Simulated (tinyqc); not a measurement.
Limits of the phonon part: Bloch-Grueneisen resistivity of a metal. Computed by tinyqc, a small Python program. Command: `OMP_NUM_THREADS=1 python tinyqc.py 3008844 3008845 out.jsonl bg walk`. One thread of a shared host (Intel(R) Xeon(R) Processor @ 2.30GHz), about 0.01 s of CPU time with the checks.

Electrons scatter from a Debye spectrum of phonons (n = 5 for scattering within one band, n = 3 for scattering into a second, heavy band) and from static defects.

Inputs (values chosen for the exercise, modelled on cobalt):
```
quantity                       value         unit
exponent n                         3            -
Debye temperature Theta          390            K
transport coupling lambda_tr    0.25            -
Drude plasma energy hbar w_p     6.8           eV
residual resistivity rho_0    0.0081  microohm cm
```

Addition: none.

Constants: k_B = 1.380649e-23 J/K; hbar = 1.054571817e-34 J s; eps_0 = 8.8541878128e-12 F/m; hbar = 6.582119569e-16 eV s.

Method:
- J_n(y) = int_0^y x^n e^x/(e^x - 1)^2 dx, by 96 Gauss-Legendre points (upper limit at most 60).
- rho_ph = (n - 1) rho_1 (T/Theta)^n J_n(Theta/T), with rho_1 = 2 pi lambda_tr k_B Theta/(hbar eps_0 w_p^2), the high-temperature line at T = Theta.
- Matthiessen's rule: rho = rho_0 + rho_ph.
- Low T: (n - 1) n! zeta(n) rho_1 (T/Theta)^n. High T: rho_1 (T/Theta) [1 - (n - 1)/(12 (n + 1)) (Theta/T)^2].

Resistivities (microohm cm):
```
T (K)      rho_ph   low-T law  straight line  line with correction   total rho
12     3.5663e-03  3.5663e-03          0.261                     -  1.1666e-02
20     1.6510e-02  1.6510e-02          0.435                     -  2.4610e-02
31     6.1408e-02  6.1483e-02          0.675                     -  6.9508e-02
47     2.0810e-01  2.1427e-01          1.023                     -  2.1620e-01
78     7.6239e-01  9.7938e-01          1.697                     -  7.7049e-01
140    2.2681e+00  5.6631e+00          3.047                 2.062  2.2762e+00
200    3.7412e+00  1.6510e+01          4.352                 3.663  3.7493e+00
310    6.3236e+00  6.1483e+01          6.746                 6.301  6.3317e+00
470    9.9411e+00  2.1427e+02         10.228                 9.935  9.9492e+00
780    1.6799e+01  9.7938e+02         16.974                16.797  1.6807e+01
```

The low-T law holds to 10 % up to 47 K, the straight line from 310 K on. The local exponent of rho_ph falls from 3.00 to 1.04. Phonons overtake the residual resistivity between 12.0 and 20.0 K.

Extremes, crossings and ranges named in words are read from the listed rows.
